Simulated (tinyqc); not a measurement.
# Energy and delay of logic against supply voltage: two studies

One expression serves below and above threshold: I(Vg) = Ik [ln(1 + exp((Vg - VT + dd V)/(al nf Vt)))]^al, with I_on = I(V) and I_off = I(0). Gate delay td = kd C V/I_on, clock period LD td. Per gate and cycle the switching energy is act C V^2 and the leakage energy I_off V LD td. No short-circuit current, no variation. Minima are sought above 0.09 V; below a few Vt gates no longer switch and the model has no meaning.

Inputs (values chosen for the exercise); values of the order met in logic technologies:
- T = 300 K (temperature)
- VT = 0.36 V (threshold voltage at zero drain bias)
- nf = 1.41 (slope factor)
- dd = 0.09 (barrier lowering per volt of supply)
- Ik = 0.4 uA (specific current of a gate)
- al = 1.51 (exponent of the current law)
- C = 0.3 fF (load capacitance of a gate)
- kd = 0.7 (delay factor)
- LD = 16 (logic depth)
- act = 0.01 (activity factor)

Constants: q = 1.602176634e-19 C, kB = 1.380649e-23 J/K, Vt = kB T/q. Results are converted to the units shown.

Each table varies one quantity; the others keep the values above.

## Energy and delay against supply voltage

EDP = energy times td.

Energy and delay against supply voltage:
```
V (V)  I_on (uA)  I_off (nA)  td (ps)  switching (aJ)  leakage (aJ)  energy (aJ)  EDP (fJ ps)
0.18   0.0043063    0.032008   8777.7        0.097200       0.80917      0.90637       7.9559
0.29    0.089809    0.041985   678.11         0.25230       0.13210      0.38440      0.26067
0.4      0.81722    0.055067   102.79         0.48000      0.036226      0.51623     0.053062
0.52      2.9793    0.074024   36.653         0.81120      0.022574      0.83377     0.030560
0.63      5.8922    0.097075   22.454          1.1907      0.021971       1.2127     0.027229
0.75      9.7910     0.13047   16.086          1.6875      0.025184       1.7127     0.027551
0.86      13.914     0.17105   12.980          2.2188      0.030551       2.2494     0.029196
0.97      18.500     0.22424   11.011          2.8227      0.038318       2.8610     0.031501
1.09      23.984     0.30122   9.5438          3.5643      0.050136       3.6144     0.034496
1.2       29.417     0.39472   8.5665          4.3200      0.064922       4.3849     0.037563
```

What does the comparison show, and why?

td falls from 8780 to 8.57 ps; the energy goes from 0.906 through a minimum of 0.384 (at V = 0.29 V among the rows listed) to 4.38 aJ and the EDP goes from 7.96 through a minimum of 0.0272 (at V = 0.63 V among the rows listed) to 0.0376 fJ ps. The exact minima lie at V = 0.298 V for the energy and 0.669 V for the EDP. Going from 1.2 V to the energy minimum saves a factor of 11.4 in energy and costs a factor of 67.2 in delay. Below the minimum the leakage energy rises faster than the switching energy falls, because the clock period grows so steeply.

## Optimum supplies against the slope factor

Same model as above.

V_min minimises the energy and V_EDP the product of energy and td.

Optimum supplies against the slope factor:
```
nf   V_min (V)  energy at V_min (aJ)  leakage share (%)  clock at V_min (MHz)  V_EDP (V)  clock at V_EDP (GHz)
1       0.2106                0.1774              25.02                 3.537     0.6650                 5.230
1.1     0.2317                0.2165              25.62                 11.05     0.6651                 4.531
1.2     0.2528                0.2614              26.65                 27.57     0.6654                 3.977
1.3     0.2741                0.3140              28.22                 57.38     0.6665                 3.536
1.4     0.2955                0.3763              30.38                 103.1     0.6687                 3.183
1.5     0.3171                0.4512              33.14                 164.1     0.6731                 2.906
1.6     0.3389                0.5421              36.43                 237.3     0.6803                 2.692
```

As nf goes from 1 to 1.6, V_min rises from 0.211 to 0.339 V, the energy there rises from 0.177 to 0.542 aJ, the clock there rises from 3.54 to 237 MHz and V_EDP rises from 0.665 to 0.680 V.

Numbers from tinyqc (`OMP_NUM_THREADS=1 python tinyqc.py 2082207 2082208 out.jsonl`; about 0.01 s on one thread of a shared Intel Xeon 2.30GHz).
